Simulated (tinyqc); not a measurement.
# Ferroelectric with a first-order transition, Landau-Devonshire energy: depolarisation in a thin film

One domain with free energy u = al P^2 + be P^4 + ga P^6 - E P, al = a0 (T - T0), be < 0 < ga (P in uC/cm^2, E in kV/cm, u in mJ/cm^3). Equilibrium: E = 2 al P + 4 be P^3 + 6 ga P^5; a state is stable against small changes where dE/dP > 0. The coercive field is that of uniform switching, which real films, switching by domains, do not reach.

Imperfect screening, an effective length ls = 0.021 nm at each electrode, adds the energy ls P^2/(eps0 t), so al becomes al + ls/(eps0 t) and T0 falls by ls/(eps0 a0 t) (short-circuited film, background permittivity neglected). Ps^2 = [-be + sqrt(be^2 - 3 al ga)]/(3 ga); Pc^2 = [-3 be + sqrt(9 be^2 - 15 al ga)]/(15 ga), Ec = -E(Pc); susceptibility chi = 1/(eps0 dE/dP). TC = T0 + be^2/(4 a0 ga), where u(Ps) = u(0); T1 = T0 + be^2/(3 a0 ga), where the polar minimum disappears.

Parameters, values chosen for the exercise: slope of the quadratic coefficient a0 = 0.025 kV cm/(uC K); Curie-Weiss temperature T0 = 600 K; quartic coefficient be = -0.00067 kV cm^5/uC^3; sixth-order coefficient ga = 1.8e-7 kV cm^9/uC^5; temperature T = 520 K.

Constants: eps0 = 8.8541878128e-14 F/cm where lengths are in cm. Results are converted to the units shown.

Depolarisation in a thin film:
```
t (nm)	fall of T0 (K)	Ps (uC/cm^2)	depolarising field 2 ls Ps/(eps0 t) (kV/cm)	u(Ps) (mJ/cm^3)
88	107.8	41.75	225.0	129.4
140	67.76	51.88	175.8	-2167
220	43.12	55.16	118.9	-3938
340	27.90	56.82	79.27	-5131
540	17.57	57.84	50.81	-5981
860	11.03	58.45	32.24	-6533
1300	7.298	58.78	21.45	-6854
2100	4.518	59.03	13.33	-7095
3400	2.790	59.18	8.256	-7246
```

As the film thickens from 88 to 3400 nm, Ps rises from 41.7 to 59.2 uC/cm^2 (bulk 59.4) and the depolarising field falls from 225 to 8.26 kV/cm. The polar state is the lowest for t > 90.4 nm and exists at all for t > 83.8 nm.

Computed by the program tinyqc: `OMP_NUM_THREADS=1 python tinyqc.py 2860012 2860013 out.jsonl`, one thread of a shared Intel Xeon 2.30GHz, about 0.01 s for the whole run.
